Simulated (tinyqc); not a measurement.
What moves the carrier density: donors with valley-orbit split 1s states.

Each donor binds at most one electron, in any of its states. For a site s, W_s = sum over its states of g exp(E/kT), and the ionised share is 1/(1 + W_s exp(eta)), eta = (EF - Ec)/kT; n = Nc F_1/2(eta); neutrality n + NA = ND x (mean ionised share); holes are neglected. Nc from N = 2 (m kB T/(4 pi c))^(3/2) with c = hbar^2/2m0, in 1/angstrom^3; times 1e24 for 1/cm^3, m = md. F_j(eta) = (1/Gamma(j + 1)) integral_0^infinity x^j dx/(1 + exp(x - eta)), which tends to exp(eta) for eta << 0.

Mobility (Caughey-Thomas form): mu = mu0 + (mu1 (T/300)^(-ga) - mu0)/(1 + ((ND + NA)/Nr)^de); rho = 1/(e n mu), e = 1.602176634e-19 C.

Constants: hbar^2/2m0 = 3.80998211 eV angstrom^2; kB = 8.617333262e-05 eV/K.

Values chosen for the exercise (near those of As in Si; shifted at random, so the results belong to these values and not to a real crystal):
- md = 1.063 m0 (density-of-states mass of the conduction band)
- E = (55.8, 35.2, 32.2) meV (binding energies of 1s(A1), 1s(T2), 1s(E))
- g = (2, 6, 4) (their degeneracies with spin)
- ND = 3.5e+16 1/cm^3 (donors)
- NA = 1.3e+16 1/cm^3 (compensating acceptors, all ionised)
- T = 200 K
- mu0 = 62 cm^2/(V s) (mobility at heavy doping)
- mu1 = 1344 cm^2/(V s) (mobility at light doping and 300 K)
- Nr = 8.6e+16 1/cm^3 (reference doping)
- de = 0.72 (doping exponent)
- ga = 2.3 (temperature exponent)

All results formed anew.

One parameter was then changed.

Results before and after:

| case | eta | n (1/cm^3) | rho (ohm cm) |
|---|---|---|---|
| base | -6.747 | 1.758e+16 | 0.1703 |
| changed | -6.865 | 1.801e+16 | 0.1661 |

Which of these changes was made? (a) T = 230 K; (b) Nr = 1.72e+17 1/cm^3; (c) NA = 1.65e+16 1/cm^3; (d) ND = 7e+16 1/cm^3; (e) E = (60.8, 35.2, 32.2) meV; (f) md = 1.169 m0.

Answer: (f) md = 1.169 m0. Of the candidates, run in turn, only this one gives the changed row.

All candidates:

| case | eta | n (1/cm^3) | rho (ohm cm) |
|---|---|---|---|
| base | -6.747 | 1.758e+16 | 0.1703 |
| E = (60.8, 35.2, 32.2) meV | -6.771 | 1.715e+16 | 0.1745 |
| md = 1.169 m0 | -6.865 | 1.801e+16 | 0.1661 |
| ND = 7e+16 1/cm^3 | -5.930 | 3.974e+16 | 0.08923 |
| NA = 1.65e+16 1/cm^3 | -6.924 | 1.472e+16 | 0.2074 |
| T = 230 K | -6.876 | 1.905e+16 | 0.2157 |
| Nr = 1.72e+17 1/cm^3 | -6.747 | 1.758e+16 | 0.1444 |

tinyqc: `OMP_NUM_THREADS=1 python tinyqc.py 1652420 1652421 out.jsonl`; about 0.01 s, one thread, shared Intel(R) Xeon(R) Processor @ 2.30GHz.
